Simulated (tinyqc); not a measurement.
What moves the results: density of states of one tight-binding band on the simple cubic lattice. A value that a table varies takes the place of the one given here.

E(k) = -2 t (c1 + c2 + c3) - 4 t2 (c1 c2 + c2 c3 + c3 c1) with ci = cos(2 pi ki); k in fractions of the reciprocal vectors, mesh k_i = j/N with j = 0 .. N-1. Densities are per cell and per spin, so the band holds one state.

Each cube of the mesh, corners numbered 0 to 7 as the binary number (i j l), is cut into six tetrahedra around the diagonal 0-7: 0137, 0157, 0237, 0267, 0457, 0467. For corner energies e1 <= e2 <= e3 <= e4 and eij = ei - ej, the share of the tetrahedron below E is n = (E - e1)^3/(e21 e31 e41) for e1 < E < e2; n = [e21^2 + 3 e21 x + 3 x^2 - (e31 + e42) x^3/(e32 e42)]/(e31 e41) with x = E - e2 for e2 < E < e3; n = 1 - (e4 - E)^3/(e41 e42 e43) for e3 < E < e4; its density of states is g = dn/dE.

Gaussian broadening: g(E) = mean over the mesh of exp(-(E - E_k)^2/(2 sigma^2))/(sigma sqrt(2 pi)), n(E) = mean of erfc((E_k - E)/(sigma sqrt 2))/2.

Values chosen for the exercise:

| symbol | value | unit | meaning |
|---|---|---|---|
| t | 1.5 | eV | nearest hopping |
| t2 | 0.08 | eV | second hopping |
| N2 | 8 |  | mesh points along each axis in this comparison |
| sigma | 0.45 | eV | Gaussian width |
| E | -1.89 | eV | energy at which the density is wanted |

## Three ways to the same curve

N = N2 here; the reference is the linear method with N = 36.

g(E) (1/eV):

| E (eV) | reference | linear tetrahedra | Gaussian, sigma | Gaussian, sigma/4 | reference n(E) |
|---|---|---|---|---|---|
| -8.323 | 0.015 | 0.014 | 0.017 | 0.000 | 0.015 |
| -6.687 | 0.025 | 0.024 | 0.022 | 0.021 | 0.048 |
| -5.050 | 0.038 | 0.039 | 0.049 | 0.005 | 0.100 |
| -3.414 | 0.061 | 0.059 | 0.046 | 0.001 | 0.179 |
| -1.777 | 0.093 | 0.099 | 0.099 | 0.126 | 0.314 |
| -0.141 | 0.095 | 0.101 | 0.119 | 0.035 | 0.468 |
| 1.495 | 0.098 | 0.101 | 0.078 | 0.078 | 0.625 |
| 3.132 | 0.102 | 0.099 | 0.089 | 0.208 | 0.789 |
| 4.768 | 0.051 | 0.050 | 0.058 | 0.088 | 0.906 |
| 6.404 | 0.029 | 0.026 | 0.030 | 0.011 | 0.970 |

Root-mean-square errors against the reference: 0.0033 for linear tetrahedra, 0.0125 for sigma and 0.0479 for sigma/4. The narrow Gaussian is worse than the wide one, because it resolves the separate mesh levels. The reference is highest at 3.132 eV of the energies listed, and half filling lies between -0.141 and 1.495 eV.

## Convergence with the mesh

At the energy E; the plain count is the share of mesh points below E; the reference is the linear method with N = 36.

Results:

| N | points | g linear | n linear | g Gaussian | n Gaussian | n plain count |
|---|---|---|---|---|---|---|
| 4 | 64 | 0.1013 | 0.2652 | 0.0169 | 0.3406 | 0.3438 |
| 6 | 216 | 0.1029 | 0.2872 | 0.0811 | 0.2956 | 0.2778 |
| 8 | 512 | 0.1003 | 0.2960 | 0.1077 | 0.3144 | 0.3398 |
| 12 | 1728 | 0.0935 | 0.3002 | 0.0809 | 0.3027 | 0.2928 |
| 16 | 4096 | 0.0947 | 0.3021 | 0.0923 | 0.3042 | 0.2983 |
| 20 | 8000 | 0.0931 | 0.3027 | 0.0925 | 0.3042 | 0.2993 |

reference n and g: 0.3037  0.0927

The linear n(E) stays within 0.002 of the reference from N = 16 on. The Gaussian g stays within 1 % of its last value from N = 16 on; it tends to the broadened curve, not the true one. At the last mesh it lies 0.000 1/eV from the reference g and the linear g 0.000. The plain count errs by -0.0044 at the last mesh.

## Critical points

The gradient vanishes at these points by symmetry; the signs of the eigenvalues of the second-derivative matrix give the type.

Critical points:

| point | k | E (eV) | positive | negative | type |
|---|---|---|---|---|---|
| Gamma | (0, 0, 0) | -9.9600 | 3 | 0 | minimum |
| X | (0.5, 0, 0) | -2.6800 | 2 | 1 | saddle |
| M | (0.5, 0.5, 0) | 3.3200 | 1 | 2 | saddle |
| R | (0.5, 0.5, 0.5) | 8.0400 | 0 | 3 | maximum |

Gamma is a minimum at -9.960 eV: its contribution to g starts as a square root. X is a saddle at -2.680 eV: g has a square-root kink there. M is a saddle at 3.320 eV: g has a square-root kink there. R is a maximum at 8.040 eV: its contribution to g ends as a square root.

## What moves the count of states

Linear method and Gaussian sum with N = 14. Each row changes one parameter from the base and keeps the others.

Results:

| case | n linear | g linear (1/eV) | n Gaussian | g Gaussian (1/eV) |
|---|---|---|---|---|
| base | 0.3012 | 0.0948 | 0.3035 | 0.0927 |
| t = 1.65 eV | 0.3190 | 0.0870 | 0.3210 | 0.0900 |
| E = -1.74 eV | 0.3155 | 0.0954 | 0.3176 | 0.0959 |
| sigma = 0.9 eV | 0.3012 | 0.0948 | 0.3065 | 0.0883 |
| t2 = 0.155 eV | 0.2874 | 0.0899 | 0.2898 | 0.0851 |

The largest shifts from the base row, up to three for each result and ties (the steps differ in size, so this ranks the rows, not the parameters). n linear: t +0.0178, E +0.0143, t2 -0.0138; unchanged at the printed digits by sigma. g linear (1/eV): t -0.0079, t2 -0.0050, E +0.0006; unchanged at the printed digits by sigma. n Gaussian: t +0.0175, E +0.0142, t2 -0.0137. g Gaussian (1/eV): t2 -0.0076, sigma -0.0044, E +0.0031.

Run: tinyqc, `OMP_NUM_THREADS=1 python tinyqc.py 1682064 1682065 out.jsonl`; Intel(R) Xeon(R) Processor @ 2.30GHz, one thread, shared host; about 0.2 s of CPU time with all checks.
